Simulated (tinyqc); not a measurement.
Changing the void surface energy gamma: nucleation and growth of vacancy voids in a cooling silicon-like crystal. Computed by tinyqc, a small Python program. Command: `OMP_NUM_THREADS=1 python tinyqc.py 3004990 3004991 out.jsonl voids sweep`. One thread of a shared host (Intel(R) Xeon(R) Processor @ 2.30GHz), about 0.3 s of CPU time with the checks.

Spherical voids; vacancies are lost only to voids.

Inputs (values chosen for the exercise, close to those used for silicon):
```
quantity                                    value    unit
vacancy density at the melting point C_m    5e+14  1/cm^3
formation energy E_f                         3.89      eV
melting point T_m                            1685       K
diffusion prefactor D0                     0.0015  cm^2/s
migration energy E_m                         0.47      eV
site density rho                            5e+22  1/cm^3
cooling rate q                                1.4   K/min
vacancy excess C0                         3.8e+13  1/cm^3
temperature step                            0.125       K
```

Vacancy supply: given.

Constants: k_B = 8.617333262e-05 eV/K; k_B = 1.380649e-23 J/K.

Method:
- C = C0 as given.
- C_e = C_m exp[-(E_f/k_B)(1/T - 1/T_m)]; D = D0 exp(-E_m/(k_B T)); f = k_B T ln(C/C_e); r* = 2 gamma/(rho f); W* = 16 pi gamma^3/(3 rho^2 f^2); Z = f/sqrt(12 pi W* k_B T); I = rho Z (4 pi r* D C) exp(-W*/(k_B T)).
- March down from 1500 K in steps dT, dt = dT/q, with values at the upper end of each step: a class of I dt voids is born with r*; then all classes grow by r^2 += 2 D (C - C_e) dt/rho; C falls by the vacancies added to voids. Stop at 1150 K. T_n is the T of the largest I, N the final count (classes under 1e-6 /cm^3 are dropped), and the mean radius the number average.

One run for each value:
```
void surface energy gamma (J/m^2)  temperature of peak nucleation T_n (K)  void density N (1/cm^3)  mean radius (nm)
0.700                                                            1412.500               1.3604e+06            50.855
0.767                                                            1393.625               1.3152e+06            51.379
0.833                                                            1373.875               1.3043e+06            51.466
0.900                                                            1352.625               1.3211e+06            51.181
0.967                                                            1330.125               1.3633e+06            50.574
1.030                                                            1307.875               1.4258e+06            49.747
1.100                                                            1281.625               1.5233e+06            48.565
```

Over the rows, temperature of peak nucleation T_n (K) falls from 1410 to 1280 (exponent d ln y / d ln x -0.15 between the first rows and -0.31 between the last); void density N (1/cm^3) goes from 1.36e6 through a minimum among these rows, 1.30e6 at 0.833, to 1.52e6; mean radius (nm) goes from 50.9 through a maximum among these rows, 51.5 at 0.833, to 48.6. The surface energy sets the supersaturation needed and so T_n; N and r respond far less than the rate at fixed T would.

Caution (rows 1.10): below about 1290 K vacancies bind to oxygen in crucible-grown crystals, which cuts nucleation off; that is left out.

Extremes, crossings and ranges named in words are read from the listed rows.
